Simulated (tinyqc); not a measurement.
# Worked calculation: biaxially strained (001) channel, valley splitting in an inversion layer

Program tinyqc, `OMP_NUM_THREADS=1 python tinyqc.py 2530115 2530116 out.jsonl`; Intel Xeon 2.30GHz, shared host, one thread, about 0.01 s. Printed values are rounded.

A thin layer grown on a relaxed buffer is stretched in the plane. The two valleys with their long axis along the growth direction (D2) sink against the four in-plane ones (D4); confinement in a triangular well splits them too. Only the lowest subband of each set is kept; one relaxation time, so the weakening of intervalley scattering is left out.

Parameters, values chosen for the exercise; values close to those of silicon on relaxed silicon-germanium: temperature T = 300 K; germanium share of the relaxed buffer x = 0.21; lattice mismatch per unit x b1 = 0.0418; elastic constant c11 = 163 GPa; elastic constant c12 = 62.9 GPa; shear deformation potential Xu = 8.98 eV; longitudinal mass ml = 0.89 m0; transverse mass mt = 0.19 m0; confining field F = 1.2 MV/cm; inversion density Ns = 1.2e12 cm^-2.

Constants: q = 1.602176634e-19 C, kB = 1.380649e-23 J/K, hbar = 1.054571817e-34 J s, m0 = 9.1093837015e-31 kg, Vt = kB T/q, hbar^2/(2 m0) = 0.0380998212 eV nm^2. Results are converted to the units shown.

## Strain, stress and splitting

e_par = b1 x, e_perp = -2 (c12/c11) e_par, splitting D = Xu (e_par - e_perp), in-plane stress (c11 + c12 - 2 c12^2/c11) e_par.

e_par = 0.8778 %
e_perp = -0.6774677 %
D = 139.6630 meV
stress = 1.556823 GPa

## Subband edges and densities of states

Levels E(m) = 2.33811 (hbar^2 q^2 F^2/(2 m))^(1/3): E2 = E(ml), E4 = E(mt) + D; N2 = 2 mt kB T/(pi hbar^2), N4 = 4 sqrt(mt ml) kB T/(pi hbar^2).

E2 = 0.1989895 eV
E4 = 0.4726104 eV
N2 = 4.103694e12 cm^-2
N4 = 1.776328e13 cm^-2

Of the gap E4 - E2 = 274 meV, confinement gives 134 meV.

## Iteration 1: Fermi level by Newton steps

EF at the start = 0.199 eV

f = N2 ln(1 + exp((EF - E2)/Vt)) + N4 ln(1 + exp((EF - E4)/Vt)) - Ns, f' = [N2/(1 + exp((E2 - EF)/Vt)) + N4/(1 + exp((E4 - EF)/Vt))]/Vt, EF(new) = EF - f/f'.

f = 1.645750e12 cm^-2
f' = 7.940256e13 cm^-2/eV
EF after iteration 1 = 0.1782733 eV

## Iteration 2: Fermi level by Newton steps

As before.

f = 3.213869e11 cm^-2
f' = 4.917529e13 cm^-2/eV
EF after iteration 2 = 0.1717378 eV

## Course of the iteration: Fermi level by Newton steps

Stop when EF changes by less than 1e-10 eV, or after 40 iterations.

Course of the iteration:
```
iteration    EF (eV)  |change| (eV)
1          0.1782733         0.0207
2          0.1717378        6.54e-3
3          0.1710771        6.61e-4
4          0.1710708        6.35e-6
5          0.1710708       5.83e-10
6          0.1710708        < 1e-14
```

Converged in 6 iterations. At the end the number of correct digits about doubles with each step.

## Share of the light valleys and conductivity mass

EF = 0.1710708 eV

EF solves Ns = N2 ln(1 + exp((EF - E2)/Vt)) + N4 ln(1 + exp((EF - E4)/Vt)); f2 is the share in D2, and 1/mc = f2/mt + (1 - f2)(1/mt + 1/ml)/2.

f2 = 0.9998727
mc = 0.1900095 m0

Without strain f2 would be 0.973 and mc 0.192 m0, so repopulation alone gains 1.1 % in mobility.
